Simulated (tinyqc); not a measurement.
# Undoped symmetric double-gate MOSFET, analytic potential model: transfer curve and volume inversion

An undoped body of thickness ts between two equal insulators and tied gates; long channel, electrons only, n = ni exp((psi - V)/Vt) with V the quasi-Fermi potential (0 at the source, Vd at the drain), constant mobility, no quantisation. Across the body psi(x) = V - 2 Vt ln[(ts/(2 beta)) sqrt(q ni/(2 eps0 eps_r Vt)) cos(2 beta x/ts)], x from the centre. Q is the electron charge per area of the whole body.

ni = sqrt(Nc Nv) exp(-Eg/(2 Vt)), Eg in volts; r = eps_r tox/(eox ts); V0 = dphi + 2 Vt ln[(2/ts) sqrt(2 eps0 eps_r Vt/(q ni))]. beta (between 0 and pi/2) solves (Vg - V0 - V)/(2 Vt) = ln(beta) - ln(cos beta) + 2 r beta tan(beta). Q = 8 eps0 eps_r Vt beta tan(beta)/ts; I = mu (1/L)(4 eps0 eps_r/ts)(2 Vt)^2 [g(beta_s) - g(beta_d)] per width, g = beta tan(beta) - beta^2/2 + r beta^2 tan^2(beta), with beta_s at V = 0 and beta_d at V = Vd. The drop is psi(surface) - psi(centre) at the source end; C = dQs/dVg, Cg = 2 eps0 eox/tox; gm = dI/dVg.

Parameters, values chosen for the exercise; material values close to those of silicon: temperature T = 325 K; band gap Eg = 1.1 eV; relative permittivity of the semiconductor eps_r = 11.8; conduction-band density of states at T Nc = 3.13e19 cm^-3; valence-band density of states at T Nv = 2.95e19 cm^-3; relative permittivity of the gate insulator eox = 7.36; insulator thickness tox = 3.8 nm; body thickness ts = 5 nm; gate work function less that of the intrinsic body dphi = 0.13 V; channel mobility mu = 430 cm^2/(V s); gate length L = 1 um; drain voltage Vd = 0.5 V.

Constants: q = 1.602176634e-19 C, kB = 1.380649e-23 J/K, Vt = kB T/q, eps0 = 8.8541878128e-14 F/cm where lengths are in cm. Results are converted to the units shown.

Transfer curve and volume inversion:

| Vg (V) | Qs (nC/cm^2) | drop (mV) | C/Cg | I (uA/um) | gm/I (1/V) |
|---|---|---|---|---|---|
| 0.33 | 0.009096 | 5.441e-4 | 9.469e-5 | 1.095e-4 | 35.70 |
| 0.44 | 0.4595 | 0.02749 | 0.004758 | 0.005549 | 35.61 |
| 0.55 | 18.79 | 1.117 | 0.1601 | 0.2514 | 32.14 |
| 0.67 | 187.9 | 10.53 | 0.6142 | 4.751 | 17.01 |
| 0.78 | 452.8 | 23.27 | 0.7648 | 19.69 | 9.891 |
| 0.89 | 755.0 | 35.44 | 0.8300 | 48.15 | 6.741 |
| 1 | 1076 | 46.30 | 0.8671 | 91.35 | 5.046 |
| 1.12 | 1438 | 56.68 | 0.8930 | 154.4 | 3.742 |
| 1.23 | 1778 | 65.04 | 0.9095 | 220.9 | 2.828 |

The current rises from 1.10e-4 to 221 uA/um. In the first row gm/I is 35.7 1/V, within 0.01 % of 1/Vt: with no depletion charge the whole body follows the gate, and the swing is ideal. The drop between surface and centre goes from 5.4e-4 to 65.0 mV and passes Vt at Vg = 0.89 V among the rows; below that the density varies across the body by less than a factor of e (volume inversion). C reaches 0.91 of Cg in the last row. For Vg = 0.78 to 1.23 V the surface density at the source passes 0.3 Nc, where Boltzmann statistics fail. In every row the body is thin enough for quantum confinement, left out here, to raise the threshold.

Computed by the program tinyqc: `OMP_NUM_THREADS=1 python tinyqc.py 2440074 2440075 out.jsonl`, one thread of a shared Intel Xeon 2.30GHz, about 0.01 s for the whole run.
